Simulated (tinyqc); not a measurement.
Kinetics of strain relaxation and threading dislocations in mismatched semiconductor layers. Changing the grading rate (misfit per thickness) R_f. Computed by tinyqc, a small Python program. Command: `OMP_NUM_THREADS=1 python tinyqc.py 3000317 3000318 out.jsonl threading sweep`. One thread of a shared host (Intel(R) Xeon(R) Processor @ 2.30GHz), about 0.01 s of CPU time with the checks.

60-degree dislocations on {111} planes of a (001) layer, isotropic elasticity. The Schmid factor is 1/sqrt(6), and a misfit segment relieves strain with b/2.

Inputs (values chosen for the exercise, modelled on Si(0.8)Ge(0.2) on Si):
```
quantity                                value         unit
misfit f                              0.00781            -
shear modulus G                          64.8          GPa
Poisson ratio nu                         0.27            -
Burgers vector b                         3.88     angstrom
glide activation energy Q                2.16           eV
velocity prefactor v0                   25000  m/s per MPa
growth temperature of the buffer T_g     1034            K
growth rate R_g                          0.27         nm/s
```

Constants: k_B = 8.617333262e-05 eV/K.

Method. In steady grading, strain is fed at R_f R_g and relieved at (b/4) rho v. As a glide-limited estimate, the driving stress is taken as the mean stress of the strained top zone, whose depth z solves R_f z/2 = e_eq(z), with strain R_f z at the surface; tau_g = S R_f z/2 is its mean; then rho = 4 R_f R_g/(b m tau_g), m = v0 exp(-Q/(k_B T_g)), S = (1/sqrt 6) 2 G (1 + nu)/(1 - nu), e_eq(z) = b (1 - nu/4) [ln(z/b) + 1]/(4 pi (1 + nu) z).

One run for each value; columns: (1) grading rate (misfit per thickness) R_f (1/micrometre); (2) thread density of the buffer (1/cm^2); (3) depth z of the strained zone (nm); (4) stress tau_g (MPa); (5) buffer thickness f/R_f (micrometre):
```
(1)             (2)     (3)     (4)     (5)
0.00050  9.1658e+03  890.17   20.48  15.620
0.00097  1.3032e+04  626.10   27.95   8.052
0.00190  1.8641e+04  437.71   38.28   4.111
0.00360  2.6222e+04  311.16   51.55   2.169
0.00690  3.7155e+04  219.60   69.74   1.132
0.01300  5.2225e+04  156.23   93.47   0.601
0.02600  7.5913e+04  107.48  128.61   0.300
0.05000  1.0821e+05   75.40  173.51   0.156
```

Describe and explain the trends.

Over the rows, thread density of the buffer (1/cm^2) rises from 9170 to 108000 (exponent d ln y / d ln x about 0.54 throughout); depth z of the strained zone (nm) falls from 890 to 75.4 (exponent d ln y / d ln x about -0.54 throughout); stress tau_g (MPa) rises from 20.5 to 174 (exponent d ln y / d ln x about 0.46 throughout). The exponent of thread density of the buffer stays between 0.53 and 0.54, near 0.50: the feed goes as R_f and the stress as its root, but for the logarithm. The exponent of depth z of the strained zone stays between -0.54 and -0.53, near -0.50: R_f z against 1/z, but for the logarithm.

Caution (rows 5.00e-4, 9.70e-4, 0.00190, 0.00360, 0.00690, 0.0130, 0.0260): real buffers seldom go below 1e5 /cm^2, as pile-ups and nucleation take over; this value is a lower bound.

Extremes, crossings and ranges named in words are read from the listed rows.
